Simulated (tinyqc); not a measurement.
Speciation in dilute and buffered hydrofluoric acid, oxide etch rate and bath loading: one step, computed by the program tinyqc. Command: `OMP_NUM_THREADS=1 python tinyqc.py 3120536 3120537 out.jsonl hfetch walk`. One thread of a shared host (Intel(R) Xeon(R) Processor @ 2.30GHz), about 0.01 s of CPU time with the checks.

Concentrations stand for activities, NH4+ and Cl- are spectators, and water ionisation is neglected. H, F and HF2 denote the ions H+, F- and HF2-. The base temperature is 298 K.

Question. One trial. Fluoride balance: [HF] + [F] + 2 [HF2] + 2 [H2F2] = HF added + NH4F added. Acid balance: [H] + [HF] + [HF2] + 2 [H2F2] = HF added + HCl added. For a trial [H], [HF] = [H][F]/K1, and the fluoride balance is a quadratic in [F]. Take pH = 3. The residual is the left side of the acid balance less the right.

Inputs (values chosen for the exercise, of the order of those for thermal oxide at room temperature):
```
quantity                 value   unit
HF added                 0.052  mol/L
NH4F added               0.021  mol/L
HCl added                    0  mol/L
K1 = [H][F]/[HF]      0.000684  mol/L
K2 = [HF2]/([HF][F])      3.55  L/mol
K3 = [H2F2]/[HF]^2           0  L/mol
```

Give: [F]; [HF]; [HF2]; [H2F2]; residual.

Answer.

[F] = 0.026655 mol/L

[HF] = 0.038970 mol/L

[HF2] = 0.0036875 mol/L

[H2F2] = 0 mol/L

residual = -0.0083428 mol/L

The residual is negative, so the pH lies below 3.
